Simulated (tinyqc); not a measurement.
Worked calculation: FCI on RHF in the sto-3g basis, for H3+, spin multiplicity 1. One step of it, computed by the program tinyqc.

Problem. FCI: roots. Diagonalise (each vector has its largest component positive (the first on a tie)); all determinants have Ms = 0, so triplets appear too. The lowest singlet root is the correlation energy.

Occupation strings over the orbitals (2 doubly, a alpha, b beta, 0 empty; spin orbitals ordered 1a 1b 2a 2b ...): 200 ab0 a0b ba0 b0a 020 0ab 0ba 002

H - E(HF) between determinants (hartree):
```
,200,ab0,a0b,ba0,b0a,020,0ab,0ba,002
200,0.000000,0.000000,0.000000,0.000000,0.000000,0.144234,0.000000,0.000000,0.145376
ab0,0.000000,0.527089,0.000000,-0.144234,0.000000,0.110893,0.000000,0.000000,-0.096140
a0b,0.000000,0.000000,0.580790,0.000000,-0.145376,0.000000,-0.094578,0.096140,0.000000
ba0,0.000000,-0.144234,0.000000,0.527089,0.000000,-0.110893,0.000000,0.000000,0.096140
b0a,0.000000,0.000000,-0.145376,0.000000,0.580790,0.000000,0.096140,-0.094578,0.000000
020,0.144234,0.110893,0.000000,-0.110893,0.000000,1.172661,0.000000,0.000000,0.072819
0ab,0.000000,0.000000,-0.094578,0.000000,0.096140,0.000000,1.046791,-0.072819,0.000000
0ba,0.000000,0.000000,0.096140,0.000000,-0.094578,0.000000,-0.072819,1.046791,0.000000
002,0.145376,-0.096140,0.000000,0.096140,0.000000,0.072819,0.000000,0.000000,1.258947
```

Give: lowest roots of this matrix, relative to E(HF); lowest vectors; <S^2> of these roots; weight of the ground state by excitation level 0, 1, 2, ....

Solution.

lowest roots of this matrix, relative to E(HF) (hartree): -0.0318  0.3829  0.4354  0.5922  0.6489  0.9740  1.1969  1.2101

lowest vectors:
```
,root 1,root 2,root 3,root 4
200,0.9881,0.0000,0.0000,-0.0127
ab0,0.0035,0.7071,0.0000,0.6607
a0b,0.0000,0.0000,0.7071,0.0000
ba0,-0.0035,0.7071,0.0000,-0.6607
b0a,0.0000,0.0000,0.7071,0.0000
020,-0.1127,0.0000,0.0000,-0.2773
0ab,0.0000,0.0000,-0.0021,0.0000
0ba,0.0000,0.0000,-0.0021,0.0000
002,-0.1044,0.0000,0.0000,0.2236
```

<S^2> of these roots: 0.0000  2.0000  2.0000  0.0000  0.0000  2.0000  0.0000  0.0000

weight of the ground state by excitation level 0, 1, 2, ...: 0.9764  0.0000  0.0236
